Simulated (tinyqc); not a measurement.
Trap in a gate oxide as a short-range spherical well: one step. The bound level.

A spherical well of radius R and depth V0 below the conduction edge, one mass m, c = hbar^2/2m0. The s level at binding Et solves k cot(k R) = -kappa with k = sqrt(m (V0 - Et)/c), kappa = sqrt(m Et/c); it exists for V0 > Vc = c (pi/2R)^2/m. Outside, psi falls as exp(-kappa r)/r.

Constants: hbar^2/2m0 = 3.80998211 eV angstrom^2.

Parameters, chosen for this exercise (out of a larger set: near those of Al2O3 on GaAs; not measured data): R = 2.4 angstrom (radius of the well); V0 = 9.55 eV (depth of the well); m = 0.313 m0 (mass).

Task: Solve for Et; the share outside is [sin^2(kR)/(2 kappa)]/[sin^2(kR)/(2 kappa) + R/2 - sin(2kR)/(4k)].

Give: Et; k; kappa; share outside; Vc.

Result:

Et = 1.4004 eV
k = 0.8182 1/angstrom
kappa = 0.3392 1/angstrom
share outside = 0.470
Vc = 5.214 eV

The well is 1.83 times the critical depth. Since dEt/dV0 equals the share inside, 0.53, a 1 % change of V0 moves Et by 3.6 %. The decay length is 2.9 angstrom, 1.2 times R.

Computed by tinyqc, a small Python program: `OMP_NUM_THREADS=1 python tinyqc.py 1280339 1280340 out.jsonl` (the numbers bound the seed that draws the inputs); one thread of a shared host (Intel(R) Xeon(R) Processor @ 2.30GHz), about 0.01 s for the whole set of steps.
